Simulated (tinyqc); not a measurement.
Worked calculation: Monte Carlo simulation of one carrier in a uniform electric field. Computed by tinyqc, a small Python program that keeps every step. Command: `OMP_NUM_THREADS=1 python tinyqc.py 3011091 3011092 out.jsonl mcfl walk`. One thread of a shared host (Intel(R) Xeon(R) Processor @ 2.30GHz), about 1 s of CPU time with the checks. Intermediate numbers are printed to about 6 digits and carried at full precision; extremes and crossings named in words are read from the listed rows.

The force e F acts along +z. Flights end at the constant total rate Gamma; the part of Gamma that the real rates do not fill is self-scattering, which leaves k unchanged. One valley, no impurities; equivalent final valleys enter only through Z_f in the optical rate.

Inputs (values chosen for the exercise, modelled on holes in germanium):
```
quantity,value,unit
effective mass m,0.302,m_0
non-parabolicity alpha,0.29,1/eV
density rho,5323,kg/m^3
sound velocity v_l,5320,m/s
acoustic deformation potential D_A,5,eV
phonon energy hbar w,36,meV
optical or intervalley deformation potential D_o,9.2,1e8 eV/cm
final valleys Z_f,1,-
lattice temperature T,150,K
electric field F,14,kV/cm
energy E_max up to which Gamma must cover the rates,1,eV
seed of the random numbers,54209,-
```

Crystal: non-polar. Band: Kane.

starting wave vector (1/nm): [-0.3, 0.13, -0.18]

Constants: k_B = 1.380649e-23 J/K; e = 1.602176634e-19 C; hbar = 1.054571817e-34 J s; m_0 = 9.1093837015e-31 kg; hbar = 6.582119569e-16 eV s; k_B = 8.617333262e-05 eV/K.

## Total rate Gamma

Kane band: hbar^2 k^2/(2 m) = E (1 + alpha E), speed v = hbar k/(m (1 + 2 alpha E)), states per spin, volume and energy g(E) = m k (1 + 2 alpha E)/(2 pi^2 hbar^2); overlap factors are set to 1. Masses are multiplied by m_0 and all formulas are in SI units. Phonon occupation N_q = 1/(exp(hbar w/(k_B T)) - 1). Acoustic deformation potential (elastic, equipartition, absorption and emission together): 1/tau = 2 pi k_B T D_A^2 g(E)/(hbar rho v_l^2). Optical or intervalley deformation potential: 1/tau = (pi Z_f D_o^2/(rho w)) [N_q g(E + hbar w) + (N_q + 1) g(E - hbar w)], with g = 0 below the band edge. Gamma is 1.05 times the largest total rate on the grid E = (j + 1/2) E_max/400, j = 0..399.

largest total rate = 19.5806 1e12/s

energy of the largest rate = 998.75 meV

Gamma = 20.5597 1e12/s

## Flight 1

Random numbers (0.02 to 0.98, from up to 60 sets tried for early real events), one row a flight:
```
,r1,r2,r3,r4
1,0.4075,0.1736,0.4269,0.8397
2,0.1307,0.7310,0.2392,0.3357
3,0.3273,0.1297,0.2296,0.5598
4,0.6670,0.2958,0.0345,0.7432
5,0.6623,0.1400,0.3252,0.5773
6,0.6493,0.5616,0.8270,0.3455
7,0.3715,0.4904,0.1236,0.6302
```

Flight: t = -ln(r1)/Gamma; k_z grows by e F t/hbar; E follows from the band; dz = (E_end - E_start)/(e F). Use row 1 of the random numbers.

flight time t = 43.6638 fs

k at the end of the flight (1/nm): [-0.300000, 0.130000, -0.087128]

energy at the end = 14.3840 meV

displacement dz = -2.21512 nm

## Scattering event 1

Choice: with cumulative rates in the order acoustic, absorption, emission, the process is the first whose sum exceeds r2 Gamma; if none, self-scattering. Final state: E' = E, E + hbar w or E - hbar w gives k'. Isotropic processes: cos(theta) = 1 - 2 r3 from the z axis, phi = 2 pi r4, k' (sin theta cos phi, sin theta sin phi, cos theta).

cumulative rates (1e12/s): acoustic 0.224733, absorption 0.351364, emission 0.351364

r2 Gamma = 3.56916 1e12/s

Process chosen: self-scattering

k after event 1, the start of the next flight (1/nm): [-0.300000, 0.130000, -0.087128]

## Flight 2

Use row 2 of the random numbers.

flight time t = 98.9729 fs

k at the end of the flight (1/nm): [-0.300000, 0.130000, 0.123385]

energy at the end = 15.3387 meV

displacement dz = 0.681909 nm

## Scattering event 2

The formulas are those given above.

cumulative rates (1e12/s): acoustic 0.232231, absorption 0.360141, emission 0.360141

r2 Gamma = 15.0291 1e12/s

Process chosen: self-scattering

k after event 2, the start of the next flight (1/nm): [-0.300000, 0.130000, 0.123385]

## All printed flights

Drift estimate: sum dz / sum t.

Flights:
```
flight,t (fs),E at the end (meV),dz (nm),process,k_x (1/nm),k_y (1/nm),k_z (1/nm)
1,43.6638,14.3840,-2.21512,self-scattering,-0.3,0.13,-0.087128
2,98.9729,15.3387,0.68191,self-scattering,-0.3,0.13,0.123385
3,54.3237,20.5657,3.73359,self-scattering,-0.3,0.13,0.238930
4,19.6971,23.2784,1.93760,self-scattering,-0.3,0.13,0.280825
5,20.0410,26.4818,2.28815,self-scattering,-0.3,0.13,0.323452
6,21.0052,30.3167,2.73921,self-scattering,-0.3,0.13,0.368129
7,48.1626,40.9364,7.58549,self-scattering,-0.3,0.13,0.470570
```

drift estimate from these flights = 54765.2 m/s

7 of the 7 flights end in self-scattering. So few flights say little about the drift velocity: the estimate is noise at this length.

## Low-field mobility from the linear Boltzmann equation

On the grid E_j = (j + 1/2) hbar w/12 up to 20 k_B T + 2 hbar w, solve (sum of rates) l(E) = v(E); mu_0 = e sum g v l exp(-E/k_B T)/(3 k_B T sum g exp(-E/k_B T)).

low-field mobility mu_0 = 11092.4 cm^2/(V s)

## Long runs: velocity against field

Each row: 250 carriers from a thermal start, 1600 flights each, the first half discarded, random numbers not printed; the error is the standard error over ten groups; the mean energy is taken at the ends of flights, which sample time evenly. Fields at which more than 0.02 % of the events exceed Gamma are left out.

Monte Carlo results:
```
F (kV/cm),drift velocity (1e5 m/s),error (1e5 m/s),mu_0 F (1e5 m/s),mean energy (meV),real events (%)
3.5,0.837,0.0099,3.8823,53.4,7.72
7.0,0.953,0.0086,7.7647,102.0,14.00
14.0,0.981,0.0061,15.5294,225.0,26.50
```

At the lowest field the drift velocity is 0.22 +/- 0.00 of the ohmic value mu_0 F, at the highest 0.06 +/- 0.00. The mean energy goes from 53 to 225 meV against the parabolic-band thermal value 3 k_B T/2 = 19 meV: the carriers heat, more of them reach the emission threshold, where they lose momentum, and the curve bends below the ohmic line. Only 8 to 26 % of the events are real; the rest is the price of a constant Gamma.

Checks made by the program: energy gained in the printed flights against e F dz (relative difference 1e-10).
